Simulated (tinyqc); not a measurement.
Comparisons within one model: buckled dimers of a reconstructed (001) surface, two dangling bonds a dimer. A value that a table varies takes the place of the one given here.

In a dimer one atom moves up by z and the other down by z; the dangling bond of the up atom (more s-like) falls by gm z and that of the down atom rises by gm z. With all dimers tilted alike: H(k) = [[-gm z - 2 ta cos k, -tp - 2 tx cos k], [., gm z - 2 ta cos k]], k along the row in 1/a. Two electrons a dimer fill the lowest N of the 2N levels on the mesh k_j = (j + 1/2) pi/N. Total energy a dimer: W(z) = (2/N) sum of the filled levels + kf z^2. Repulsion between electrons is left out.

Parameters, chosen for this exercise (of the size met on Ge(001); the results hold for these values, not for the real material):
- tp = 0.32 eV (pi coupling inside a dimer)
- ta = 0.06 eV (coupling between like atoms along the row)
- tx = 0.01 eV (diagonal coupling along the row)
- gm = 2.08 eV/angstrom (shift of a dangling bond with height)
- kf = 8.5 eV/angstrom^2 (force constant of buckling)
- N = 12 (k points)

## Energy against buckling

W relative to z = 0; gap as lowest upper less highest lower level on 201 points from 0 to pi.

Per dimer (eV):
```
z (angstrom)  band energy  elastic        W     gap
0.00               0.0000   0.0000   0.0000  0.4000
0.05              -0.0330   0.0213  -0.0118  0.4331
0.10              -0.1235   0.0850  -0.0385  0.5236
0.15              -0.2541   0.1913  -0.0628  0.6543
0.20              -0.4099   0.3400  -0.0699  0.8102
0.30              -0.7628   0.7650   0.0022  1.1630
0.40              -1.1430   1.3600   0.2170  1.5432
0.50              -1.5364   2.1250   0.5886  1.9366
0.60              -1.9369   3.0600   1.1231  2.3370
```

W is lowest at z = 0.2 among these rows (-0.0699 eV). The band energy falls as z^2 at first and linearly, as -2 gm z, once gm z is far above tp, so the elastic term always wins at large z. The gap is open at all z.

## Strong pi bonds keep dimers flat

tp is varied; z minimises W on 0 to 1 angstrom; gap on 201 points; charge moved: the mean of gm z/sqrt((gm z)^2 + h^2) over the mesh, h the off-diagonal element.

Against tp:
```
tp (eV)  z (angstrom)  gain (eV)  gap (eV)  charge moved (e)
0.10           0.2399     0.3191    0.7784             0.980
0.20           0.2250     0.1879    0.7784             0.919
0.30           0.1977     0.0861    0.7785             0.808
0.45           0.1146     0.0069    0.7787             0.468
0.60           0.0000     0.0000    0.9600             0.000
0.80           0.0000     0.0000    1.3600             0.000
1.00           0.0000     0.0000    1.7600             0.000
1.30           0.0000     0.0000    2.3600             0.000
1.60           0.0000     0.0000    2.9600             0.000
```

Dimers buckle for tp up to 0.45 eV among these rows; for an isolated dimer the limit is gm^2/kf = 0.509 eV. While buckled, the splitting, on average over k, stays near 2 gm^2/kf = 1.018 eV whatever tp is, and beyond the limit it follows 2 tp; the gap is smaller by the width of the bands, about 4 ta = 0.24 eV.

## Tilting alike or in alternation

Alternation doubles the cell: sites L1, R1, L2, R2 with levels -gm z, +gm z, +gm z, -gm z, -tp inside a dimer, -2 ta cos k between L1-L2 and R1-R2, -2 tx cos k between L1-R2 and R1-L2, on k_j = (j + 1/2) pi/(2N); the lowest half of the levels is filled. Energies a dimer; gaps on these meshes.

Two patterns:
```
z (angstrom)  W alike (eV)  W alternating (eV)  difference (meV)  gap alike (eV)  gap alternating (eV)
0.05               -0.6518             -0.6539              -2.2          0.4351                0.4513
0.10               -0.6785             -0.6842              -5.7          0.5257                0.5775
0.15               -0.7028             -0.7106              -7.8          0.6563                0.7415
0.20               -0.7099             -0.7184              -8.4          0.8122                0.9234
0.30               -0.6378             -0.6457              -7.9          1.1650                1.3107
0.40               -0.4230             -0.4299              -6.8          1.5453                1.7115
0.50               -0.0514             -0.0573              -5.9          1.9386                2.1182
```

The lowest W listed is -0.7099 eV for like tilts and -0.7184 eV for alternation; the difference at equal z runs from -8.4 to -2.2 meV. With alternation ta joins filled up atoms to empty down atoms and gains energy in second order, about 2 ta^2/(gm z) a dimer at large z, while tx does so for like tilts; here ta = 0.06 and tx = 0.01 eV. At z = 0.3 the gap is 1.165 eV alike and 1.311 eV alternating.

## What each parameter does

z minimises W on 0 to 1 angstrom; gain over flat dimers; gap on 201 points from 0 to pi. Each row changes one parameter from the base and keeps the others.

Results:
```
case                     z (angstrom)  gain (eV)  gap (eV)
base                           0.1903     0.0704    0.7785
tp = 0.272 eV                  0.2068     0.1106    0.7785
ta = 0.09 eV                   0.1903     0.0704    0.6585
tx = 0.04 eV                   0.1906     0.0740    0.7867
gm = 2.246 eV/angstrom         0.2225     0.1263    0.9474
kf = 7.65 eV/angstrom^2        0.2242     0.1068    0.8916
```

The largest shifts from the base row, up to three for each result and ties (the steps differ in size, so this ranks the rows, not the parameters). z (angstrom): kf +0.0339, gm +0.0322, tp +0.0165; unchanged at the printed digits by ta. gain (eV): gm +0.0558, tp +0.0402, kf +0.0364; unchanged at the printed digits by ta. gap (eV): gm +0.1689, ta -0.1200, kf +0.1130; unchanged at the printed digits by tp.

Computed by tinyqc, a small Python program: `OMP_NUM_THREADS=1 python tinyqc.py 1451158 1451159 out.jsonl` (the numbers bound the seed that draws the inputs); one thread of a shared host (Intel(R) Xeon(R) Processor @ 2.30GHz), about 0.05 s for the whole set of steps.
